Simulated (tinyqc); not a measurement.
Scale length and length offset from two DIBL values.

Question. DIBL = exp(-Le/(2 l)) + 2 exp(-Le/l) with Le = L - dL. Find l, dL and the drawn length for a DIBL of 100 mV/V.

DIBL at drawn lengths 68 and 120 nm (mV/V): [96.403675, 11.445426]

Answer. With e = exp(-Le/(2 l)), 2 e^2 + e = DIBL gives e and so Le/l at each length; Le/l is a straight line in L with slope 1/l.

l = 13.0 nm
dL = 3.20 nm
length for 100 mV/V = 67.2 nm

Program tinyqc, `OMP_NUM_THREADS=1 python tinyqc.py 2002025 2002026 out.jsonl`; Intel Xeon 2.30GHz, shared host, one thread, about 0.01 s.
